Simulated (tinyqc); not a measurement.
Memristor with linear dopant drift, Joglekar window: one step of the calculation.

A film of thickness D has a doped share x: R = Ron x + Roff (1 - x), i = v/R, dx/dt = k i F with k = mv Ron/D^2 and F = 1 - (2 x - 1)^(2 p). The drive is v = V0 sin(2 pi f t). The model has no threshold and no heating.

Problem. Rate constant, charge and flux scales. k = mv Ron/D^2; R0 = R(x0); without a window the film fills (x = 1) after the charge (1 - x0)/k and the flux (R0^2 - Ron^2)/(2 k (Roff - Ron)); half a period supplies the flux V0/(pi f).

Values chosen for this exercise:
- Ron = 200 ohm (resistance of the fully doped film)
- Roff = 20000 ohm (resistance of the undoped film)
- D = 8 nm (film thickness)
- mv = 1.6e-14 m^2/(V s) (dopant mobility)
- x0 = 0.13 (doped share at t = 0)
- V0 = 0.8 V (amplitude)
- f = 2 Hz (frequency)

Wanted: k; R0; charge to fill; flux to fill; flux of half a period.

Solution.

k = 5.000e4 1/C
R0 = 1.743e4 ohm
charge to fill = 17.40 uC
flux to fill = 0.1533 V s
flux of half a period = 0.1273 V s

Half a period supplies 83.0 % of the flux to fill.

Numbers from tinyqc (`OMP_NUM_THREADS=1 python tinyqc.py 2880102 2880103 out.jsonl`; about 0.3 s on one thread of a shared Intel Xeon 2.30GHz).
